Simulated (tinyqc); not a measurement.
## Silicon n-p-n transistor, Gummel numbers and transit times: Cut-off frequency against collector current

One-dimensional n-p-n transistor in the forward active mode at low injection. In the base p(x) = NB exp(-eta x/wb) and ni(x)^2 = ni^2 exp((g0 + g1 x/wb)/Vt); electrons leave the base at vsat; band spikes at the emitter junction and recombination inside the emitter are ignored.

f(x) = p(x) ni^2/ni(x)^2; I(x) = integral from x to wb of f/Dn, plus f(wb)/vsat; base Gummel number GB = I(0); electron density per unit flux n/(J/q) = I/f; base transit time tauB = integral of I/f over the base. ni = sqrt(Nc Nv) exp(-Eg/(2 Vt)), Eg in volts; JC = J0 exp(VBE/Vt), J0 = q ni^2/GB; collector layer one-sided, Wc = sqrt(2 eps0 eps_r (Vbc + VCB)/(q NC)), Vbc = Vt ln(NB exp(-eta) NC/ni^2), Cjc = eps0 eps_r/Wc, tauC = Wc/(2 vsat). Delay 1/(2 pi fT) = tauE + tauB + tauC + tauR with tauE = Vt (Cj + Cjc)/JC and tauR = Rc Cjc. Charge stored in the emitter is left out. The Kirk effect, also left out, sets in near JC = q NC vsat. n(0) = (JC/q) I(0)/f(0).

Values chosen for this exercise; band and dielectric values close to those of silicon: temperature T = 300 K; band gap Eg = 1.1 eV; relative permittivity eps_r = 11.9; conduction-band density of states at T Nc = 2.75e19 cm^-3; valence-band density of states at T Nv = 2.68e19 cm^-3; saturation velocity vsat = 1.01e7 cm/s; neutral base width wb = 230 nm; base doping at the emitter edge NB = 1.2e17 cm^-3; doping falls as exp(-eta x/wb) eta = 0; gap reduction at the emitter edge of the base g0 = 0 eV; further gap reduction across the base (linear) g1 = 0 eV; electron diffusion coefficient in the base Dn = 6.6 cm^2/s; collector doping NC = 1.6e16 cm^-3; collector-base reverse bias VCB = 2 V; emitter junction capacitance Cj = 2 fF/um^2; emitter plus collector resistance Rc = 9.3 ohm um^2.

Constants: q = 1.602176634e-19 C, kB = 1.380649e-23 J/K, Vt = kB T/q, eps0 = 8.8541878128e-14 F/cm where lengths are in cm. Results are converted to the units shown.

The same in every row: tauB (ps) = 42.35; tauC (ps) = 2.361; tauR (ps) = 0.002054.

Results:
```
JC (mA/um^2),VBE (V),tauE (ps),fT (GHz),JC/(q NC vsat),n(0)/NB
8.9e-5,0.6542,645.1,0.2307,3.437e-4,0.001659
0.00018,0.6724,319.0,0.4376,6.952e-4,0.003355
0.00037,0.6910,155.2,0.7962,0.001429,0.006897
0.0015,0.7272,38.28,1.918,0.005793,0.02796
0.0032,0.7468,17.94,2.540,0.01236,0.05965
0.0064,0.7647,8.971,2.964,0.02472,0.1193
0.013,0.7830,4.417,3.239,0.05021,0.2423
0.027,0.8019,2.126,3.398,0.1043,0.5033
```

Estimate the missing row, JC = 0.00076 mA/um^2.

Computed row:
```
JC (mA/um^2),VBE (V),tauE (ps),fT (GHz),JC/(q NC vsat),n(0)/NB
0.00076,0.7096,75.55,1.323,0.002935,0.01417
```

With this row back in the table: fT rises from 0.231 to 3.40 GHz as the charging time falls as 1/JC; its limit for vanishing tauE is 3.56 GHz, of which the largest delay is tauB (94.7 %). tauE equals the other delays together at JC = 0.00128 mA/um^2. For JC = 0.013, 0.027 the electron density at the emitter edge exceeds a fifth of NB, beyond low injection.

Range of the model: Heavy doping makes emitter or base degenerate; gE and g0 are to be read as apparent gap changes that include this.

Numbers from tinyqc (`OMP_NUM_THREADS=1 python tinyqc.py 2320097 2320098 out.jsonl`; about 0.01 s on one thread of a shared Intel Xeon 2.30GHz).
